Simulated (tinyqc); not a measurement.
From results back to parameters: metal-induced gap states at the contact of a metal chain and a two-band chain. Five cases, with inputs chosen for the exercise.

Problem. With gap states the barrier for electrons is phi = S (W - chi - p) + p, W being the work function of the metal, S the pinning factor and p the depth of the neutrality level below the conduction edge. The barriers for two metals come from hidden S and p, those of the chain and not of a measured contact.

Find: S, p (eV).

Method. The slope of the barrier against W is S; then p = (phi1 - S (W1 - chi))/(1 - S).

Case 1.

Values chosen (out of a larger set: gap and optical dielectric constant near those of Ge; the chain itself is a model; not measured data): W1 = 4.42 eV (work function of metal 1); W2 = 5.56 eV (of metal 2); chi = 4.02 eV (electron affinity).

barriers (eV): metal 1 0.46342, metal 2 0.57058

Solution.

S, p (eV): 0.094  0.470

Case 2.

Values chosen (out of a larger set: gap and optical dielectric constant near those of SiC; the chain itself is a model; not measured data): W1 = 4.15 eV (work function of metal 1); W2 = 5.3 eV (of metal 2); chi = 3.69 eV (electron affinity).

barriers (eV): metal 1 1.68576, metal 2 1.97096

Solution.

S, p (eV): 0.248  2.090

Case 3.

Values chosen (out of a larger set: gap and optical dielectric constant near those of HfO2; the chain itself is a model; not measured data): W1 = 4.42 eV (work function of metal 1); W2 = 5.17 eV (of metal 2); chi = 2.49 eV (electron affinity).

barriers (eV): metal 1 2.11430, metal 2 2.71880

Solution.

S, p (eV): 0.806  2.880

Case 4.

Values chosen (out of a larger set: gap and optical dielectric constant near those of Si; the chain itself is a model; not measured data): W1 = 4.2 eV (work function of metal 1); W2 = 5.44 eV (of metal 2); chi = 4.2 eV (electron affinity).

barriers (eV): metal 1 0.31605, metal 2 0.75625

Solution.

S, p (eV): 0.355  0.490

Case 5.

Values chosen (out of a larger set: gap and optical dielectric constant near those of HfO2; the chain itself is a model; not measured data): W1 = 4.06 eV (work function of metal 1); W2 = 5.36 eV (of metal 2); chi = 2.49 eV (electron affinity).

barriers (eV): metal 1 1.80360, metal 2 2.91380

Solution.

S, p (eV): 0.854  3.170

Computed by tinyqc, one run a case: `OMP_NUM_THREADS=1 python tinyqc.py N N+1 out.jsonl` with N = 1451634, 1451642, 1451673, 1451722, 1451724; one thread of a shared Intel(R) Xeon(R) Processor @ 2.30GHz, about 0.01 s a run at most.
